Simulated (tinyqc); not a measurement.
Millisecond and nanosecond annealing: surface heating, thermal budget and solid-phase regrowth. Inputs raised by 2 %, one at a time. Computed by tinyqc, a small Python program. Command: `OMP_NUM_THREADS=1 python tinyqc.py 3027638 3027639 out.jsonl flash sens`. One thread of a shared host (Intel(R) Xeon(R) Processor @ 2.30GHz), about 0.04 s of CPU time with the checks.

A square pulse heats the surface of a thick wafer with constant thermal properties; losses by radiation are neglected and silicon melts at 1414 C.

Inputs (values chosen for the exercise, modelled on hot silicon with boron):
```
quantity                      value        unit
incident fluence               27.2      J/cm^2
pulse length t_p             0.0005           s
reflectance R                   0.6           -
thermal conductivity k         0.28    W/(cm K)
heat capacity per volume c     2.23  J/(cm^3 K)
preheat temperature T0          400           C
dopant prefactor D0            1.12      cm^2/s
dopant activation energy E     3.47          eV
regrowth prefactor v0       3.7e+08        cm/s
regrowth energy E_v            2.73          eV
```

Source: flash lamp.

Constants: k_B = 8.617333262e-05 eV/K.

Method:
- Absorbed flux q = (1 - R) fluence/t_p; kappa = k/c. With f(z, t) = (2 q/k) sqrt(kappa t) ierfc(z/(2 sqrt(kappa t))), ierfc(x) = exp(-x^2)/sqrt(pi) - x erfc(x): T = T0 + f(z, t) during the pulse and T0 + f(z, t) - f(z, t - t_p) after it.
- At the surface the rise at the end of the pulse is 2 q sqrt(t_p/(pi k c)); the fluence that just melts the surface scales with (1414 - T0).
- Temperatures in kelvin are T(C) + 273.15.
- Integrate exp(-E/(k_B T(t))) at the surface from 0 to 10 t_p (Gauss-Legendre, 60 points in sqrt(t) up to t_p and 60 in sqrt(t - t_p) after it). (Dt) = D0 x integral with E; regrowth = v0 x integral with E_v; effective time = integral/exp(-E/(k_B T_peak)).

Runs; columns: (1) input moved; (2) from; (3) to; (4) diffusion length 2 sqrt(Dt) (nm); (5) possible regrowth (nm); (6) effective time over t_p; (7) fluence at the melting threshold (J/cm^2):
```
(1)                                         (2)      (3)       (4)     (5)      (6)     (7)
base run                                      -        -  0.068460  26.010  0.12724  39.695
incident fluence (J/cm^2)                  27.2   27.744  0.079371  32.816  0.12721  39.695
pulse length t_p (s)                     0.0005  0.00051  0.064214  23.620  0.12726  40.090
reflectance R                               0.6    0.612  0.054537  18.195  0.12733  40.923
thermal conductivity k (W/(cm K))          0.28   0.2856  0.063581  23.157  0.12726  40.090
heat capacity per volume c (J/(cm^3 K))    2.23   2.2746  0.063581  23.157  0.12726  40.090
dopant activation energy E (eV)            3.47   3.5394  0.050516  26.010  0.12482  39.695
```

Exponents ln(y'/y) / ln(x'/x):
```
input                       diffusion length 2 sqrt(Dt)  possible regrowth  effective time over t_p  fluence at the melting threshold
incident fluence                                  7.468             11.739                   -0.012                             0.000
pulse length t_p                                 -3.233             -4.867                    0.010                             0.500
reflectance R                                   -11.482            -18.044                    0.037                             1.538
thermal conductivity k                           -3.733             -5.867                    0.010                             0.500
heat capacity per volume c                       -3.733             -5.867                    0.010                             0.500
dopant activation energy E                      -15.349              0.000                   -0.968                             0.000
```

Which inputs matter most for each result?

Among the inputs moved here: diffusion length 2 sqrt(Dt) answers most in size to dopant activation energy E (exponent -15.349), next to reflectance R (-11.482). Possible regrowth answers most in size to reflectance R (exponent -18.044), next to incident fluence (+11.739); its exponent is below 0.0005 for dopant activation energy E. effective time over t_p answers most in size to dopant activation energy E (exponent -0.968), next to reflectance R (+0.037). Fluence at the melting threshold answers most in size to reflectance R (exponent +1.538), next to pulse length t_p (+0.500); its exponent is below 0.0005 for incident fluence, dopant activation energy E. Its exponent +0.500 in pulse length t_p: the heated depth grows as sqrt(t_p). Its exponent +0.500 in thermal conductivity k: the rise goes as 1/sqrt(k c).

Caution (all rows): equilibrium diffusivities are used; implant damage enhances diffusion, and k and c vary with temperature. Caution (all rows): a diffusion length below the atomic spacing of 0.235 nm means about one jump per atom or fewer, so the profile does not change measurably.
